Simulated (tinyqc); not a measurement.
Inside a calculation. Model: box-like doped layer, carriers, mobility and sheet resistance.

Program tinyqc, `OMP_NUM_THREADS=1 python tinyqc.py 2110095 2110096 out.jsonl`; Intel Xeon 2.30GHz, shared host, one thread, about 0.01 s. Printed values are rounded.

An n-type layer from the surface x = 0 to the junction xj, N(x) = N0 for x < xb and N0 10^(-(x - xb)/Lt) beyond. Local neutrality (no depletion at surface or junction, no spilling of carriers), intrinsic carriers neglected, full ionisation of active dopants.

Parameters, values chosen for the exercise; values close to those of phosphorus in silicon over a p-type background:
- T = 300 K (temperature)
- Nb = 4.7e16 cm^-3 (background doping of the opposite type)
- N0 = 8.4e19 cm^-3 (peak chemical concentration)
- m1 = 71.2 cm^2/(V s) (mobility limit at high doping)
- m2 = 1440 cm^2/(V s) (mobility limit at low doping, at 300 K)
- Nr = 9.54e16 cm^-3 (reference doping of the mobility law)
- am = 0.738 (exponent of the mobility law)
- bt = 2.2 (temperature exponent of m2)
- Ns = 4.07e20 cm^-3 (solubility limit of active dopant)
- xb = 14 nm (depth of the flat top)
- Lt = 1.7 nm/decade (abruptness of the tail)

Constants: q = 1.602176634e-19 C. Results are converted to the units shown.

## Junction depth and local values

xj = xb + Lt log10(N0/Nb); 11 equal steps from 0 to xj. Active dopant A = min(N, Ns); n = A - Nb; mobility mu = m1 + (m2 (T/300 K)^(-bt) - m1)/(1 + ((A + Nb)/Nr)^am).

xj = 19.5287 nm

```
point   x (nm)   N (cm^-3)   A (cm^-3)  n (1e19 cm^-3)  mu (cm^2/(V s))
0       0.0000      8.4e19      8.4e19         8.39530          80.3211
1       1.7753      8.4e19      8.4e19         8.39530          80.3211
2       3.5507      8.4e19      8.4e19         8.39530          80.3211
3       5.3260      8.4e19      8.4e19         8.39530          80.3211
4       7.1013      8.4e19      8.4e19         8.39530          80.3211
5       8.8767      8.4e19      8.4e19         8.39530          80.3211
6      10.6520      8.4e19      8.4e19         8.39530          80.3211
7      12.4274      8.4e19      8.4e19         8.39530          80.3211
8      14.2027  6.38331e19  6.38331e19         6.37861          82.3515
9      15.9780  5.76408e18  5.76408e18         0.57171          134.120
10     17.7534  5.20492e17  5.20492e17         0.04735          360.689
11     19.5287      4.7e16      4.7e16         0.00000          759.334
```

The mobility runs from 80.3 to 759 cm^2/(V s).

## Sheet quantities by the trapezoid rule

Dose = integral of N, carrier sheet density = integral of n, 1/Rs = q integral of n mu, mean mobility 1/(q Rs sheet density), Hall mobility (unit Hall factor) = integral of n mu^2 over integral of n mu, Hall sheet density = (integral of n mu)^2/integral of n mu^2; all from 0 to xj.

dose = 1.2430e14 cm^-2
carrier sheet density = 1.2421e14 cm^-2
Rs = 619.35 ohm/square
mean mobility = 81.136 cm^2/(V s)
Hall mobility = 82.079 cm^2/(V s)
Hall sheet density = 1.2278e14 cm^-2

Carriers make up 99.9 % of the dose. A Hall measurement weights the mobile tail, so its sheet density is 1.1 % below the true one. With 4000 steps Rs = 621.6 ohm/square; the coarse value is 0.37 % below it.
